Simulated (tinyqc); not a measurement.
Estimate of lattice thermal conductivity from elastic moduli (Slack, Klemens and Cahill formulas): one step, computed by the program tinyqc.

An isotropic solid.

Problem. Velocities, Poisson ratio and Debye temperature. rho = M/V; vL = sqrt((B + 4G/3)/rho), vT = sqrt(G/rho); v_m = [(vL^-3 + 2 vT^-3)/3]^(-1/3); Poisson ratio sigma = (3B - 2G)/(6B + 2G); Theta = hbar v_m (6 pi^2/V)^(1/3)/k_B.

Inputs (values chosen for the exercise, for a model crystal): bulk modulus B = 194 GPa; shear modulus G = 180 GPa; volume per atom V = 24.9 angstrom^3; mean atomic mass M = 46.9 u.

Grueneisen parameter: from the Poisson ratio.

Constants: u = 1.6605390666e-27 kg; hbar = 1.054571817e-34 J s; k_B = 1.380649e-23 J/K.

Give: density rho; vL; vT; v_m; Poisson ratio sigma; Debye temperature Theta.

Solution.

density rho = 3128 kg/m^3

vL = 11780 m/s

vT = 7586 m/s

v_m = 8329 m/s

Poisson ratio sigma = 0.1457

Debye temperature Theta = 849.2 K
